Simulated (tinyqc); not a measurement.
Warping of the constant-energy contours: six-band Luttinger-Kohn model.

Six-band Luttinger-Kohn model in the basis |3/2,3/2>, |3/2,1/2>, |3/2,-1/2>, |3/2,-3/2>, |1/2,1/2>, |1/2,-1/2>, electron energies, zero at the top of the unstrained valence band. H = -[rows: (P+Q, -S, R, 0, -S/r2, r2 R); (-S*, P-Q, 0, R, -r2 Q, r32 S); (R*, 0, P-Q, S, r32 S*, r2 Q); (0, R*, S*, P+Q, -r2 R*, -S*/r2); (-S*/r2, -r2 Q, r32 S, -r2 R, P+Dso, 0); (r2 R*, r32 S*, r2 Q, -S/r2, 0, P+Dso)], r2 = sqrt(2), r32 = sqrt(3/2). Levels are twofold.

P = c g1 k^2 - av tr(e); Q = c g2 (kx^2 + ky^2 - 2 kz^2) - (b/2)(exx + eyy - 2 ezz); R = c sqrt3 [-g2 (kx^2 - ky^2) + 2i g3 kx ky] + (sqrt3/2) b (exx - eyy) - i d exy; S = 2 c sqrt3 g3 (kx - i ky) kz - d (exz - i eyz); c = hbar^2/2m0, e the strain tensor (not engineering shear).

Constants: hbar^2/2m0 = 3.80998211 eV angstrom^2.

Parameters, chosen for this exercise (near those of GaP; not measured data):
```
symbol  value  unit  meaning
Dso     0.081  eV    spin-orbit splitting
g1      4.04         Luttinger gamma1
g2      0.49         gamma2
g3      1.25         gamma3
E_h     60     meV   hole energy below the top
```

No strain (e = 0). In the plane kz = 0, |k| where the top and second pairs lie E_h below the top, against the angle from [100]; m = c k^2/E_h.

Contours:
```
angle (degrees)  k top (1/angstrom)  k second (1/angstrom)  m top (m0)  m second (m0)
0                            0.0717                 0.0580       0.327          0.214
9                            0.0741                 0.0577       0.348          0.211
18                           0.0810                 0.0570       0.416          0.206
27                           0.0928                 0.0565       0.546          0.203
36                           0.1078                 0.0562       0.737          0.200
45                           0.1161                 0.0561       0.855          0.200
```

The heavy contour reaches 1.618 times as far along [110] as along [100], the light one 0.967 times. The warping follows g3 - g2 = 0.76 and would vanish for g2 = g3. Along [100] the heavy mass is 1/(g1 - 2 g2) = 0.327 at any energy, while the light one is 0.2136, against 1/(g1 + 2 g2) = 0.1992 at the edge, for E_h/Dso = 0.74.

Computed by tinyqc, a small Python program: `OMP_NUM_THREADS=1 python tinyqc.py 1080147 1080148 out.jsonl` (the numbers bound the seed that draws the inputs); one thread of a shared host (Intel(R) Xeon(R) Processor @ 2.30GHz), about 0.2 s for the whole set of steps.
